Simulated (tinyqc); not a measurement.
# Floating body of a partially depleted SOI transistor: body voltage and kink: what changes with what

Source at 0 V. Channel current Ic = 2 nf K Vt^2 [F(0) - F(Vd)](1 + la Vd), F(V) = ln^2(1 + exp((Vg - VT - nf V)/(2 nf Vt))), VT = VT0 - gb Vb. Saturation voltage Vs = 2 Vt sqrt(F(0)) + 3 Vt, excess Ve = (Vd - Vs + sqrt((Vd - Vs)^2 + 0.0004 V^2))/2, multiplication M1 = Ai Ve exp(-Bl/Ve). Each junction passes D(v) = J1 (exp(v/Vt) - 1) + J2 (exp(v/(2 Vt)) - 1). Bipolar current Ib = bb J1 (exp(Vb/Vt) - 1). The body settles where M1 (Ic + Ib) = D(Vb) + D(Vb - Vd) + Vb/Rb; drain current Id = (1 + M1)(Ic + Ib) - D(Vb - Vd).

Values chosen for this exercise; values of the order met in partially depleted silicon-on-insulator transistors:
```
symbol,value,unit,meaning
T,300,K,temperature
VT0,0.49,V,threshold at zero body voltage
gb,0.11,,fall of the threshold per volt of body voltage
nf,1.44,,slope factor
K,120,uA/(V^2 um),gain factor per width
la,0.06,1/V,channel-length modulation factor
Ai,3.17,1/V,impact-ionisation prefactor
Bl,5.9,V,impact-ionisation voltage
J1,2e-12,uA/um,diffusion saturation current of each junction
J2,4.6e-9,uA/um,recombination saturation current of each junction
bb,3,,gain of the lateral bipolar transistor on the diffusion current
Rb,4000,kohm um,"resistance of a weak body tie to the source (1e9 stands for no tie, and the term is then dropped)"
Vg,0.69,V,gate voltage
Vd,1.9,V,drain voltage
```

Constants: q = 1.602176634e-19 C, kB = 1.380649e-23 J/K, Vt = kB T/q. Results are converted to the units shown.

Each table varies one quantity; the others keep the values above.

## Output curve and kink

Rows with more than one solution for Vb (latch) are left out; dId/dVd by a forward difference over 1e-4 V, swing = 1e-4 V over the change of log10 Id; M1 under 1e-12 is printed as 0.

Output curve and kink:
```
Vd (V)    Vb (V)        M1  Id, floating (uA/um)  Id, grounded (uA/um)  ratio  dId/dVd, floating (uS/um)  dId/dVd, grounded (uS/um)
0.6     1.625e-6  2.216e-7                 1.812                 1.812  1.000                     0.1051                     0.1050
0.8     5.183e-4  7.064e-5                 1.835                 1.834  1.001                     0.1260                     0.1075
1       0.009563  0.001277                 1.875                 1.857  1.010                     0.3310                     0.1313
1.2      0.05830  0.007335                 2.002                 1.890  1.059                      1.071                     0.2073
1.4       0.2177   0.02327                 2.393                 1.944  1.231                      3.255                     0.3509
1.6       0.5971   0.05128                 3.509                 2.034  1.725                      5.132                     0.5576
1.8       0.6633    0.1031                 4.767                 2.171  2.196                      8.930                     0.8129
2         0.6974    0.1807                 7.960                 2.361  3.371                      28.13                      1.101
2.2       0.7433    0.2851                 28.49                 2.612  10.91                      366.2                      1.408
```

What does the table show?

Vb rises from 1.63e-6 to 0.743 V and the ratio of the currents rises from 1.00 to 10.9. The output conductance with a floating body exceeds the grounded value by the largest factor among the rows, 260, at Vd = 2.2 V, where Vb = 0.743 V and M1 = 0.285.

## Transfer curve and swing

Same model as above.

Transfer curve and swing:
columns A: Vg (V); B: Vb (V); C: M1; D: Id, floating (uA/um); E: Id, grounded (uA/um); F: ratio; G: swing, floating (mV/decade); H: swing, grounded (mV/decade)
```
A            B       C         D         E      F      G      H
0.04  1.329e-6  0.2268  1.776e-6  1.776e-6  1.000  86.04  86.04
0.14  1.911e-5  0.2266  2.583e-5  2.583e-5  1.000  86.13  86.13
0.24  2.725e-4  0.2259  3.697e-4  3.694e-4  1.001  87.16  87.23
0.34  0.003641  0.2235  0.004984  0.004934  1.010  90.44  91.33
0.44   0.04172  0.2152   0.05889   0.05328  1.105  95.83  105.1
0.54    0.5099  0.1847    0.8229    0.3625  2.270  63.04  142.1
0.64    0.6701  0.1524     4.014     1.382  2.904  255.4  212.4
0.74    0.6877  0.1254     7.985     3.391  2.355  429.3  310.5
0.84    0.6958  0.1013     12.54     6.389  1.962  600.6  424.0
```

Vb rises from 1.33e-6 to 0.696 V. The smallest swing among the rows is 63.0 mV a decade with a floating body (at Vg = 0.54 V) and 86.0 with a grounded one; Vt ln 10 = 59.5. The floating swing is smaller by more than 3 % for Vg = 0.44, 0.54 V, where the rising Vb lowers the threshold as Vg rises. In the first row the floating body raises the current by a factor of 1.00.

Range of the model: The multiplication law is an empirical form chosen for the exercise; self-heating and capacitive coupling to the body are left out, and the linear laws are rough once Vb passes about 0.7 V or M1 about 0.1.

Numbers from tinyqc (`OMP_NUM_THREADS=1 python tinyqc.py 2182196 2182197 out.jsonl`; about 0.2 s on one thread of a shared Intel Xeon 2.30GHz).
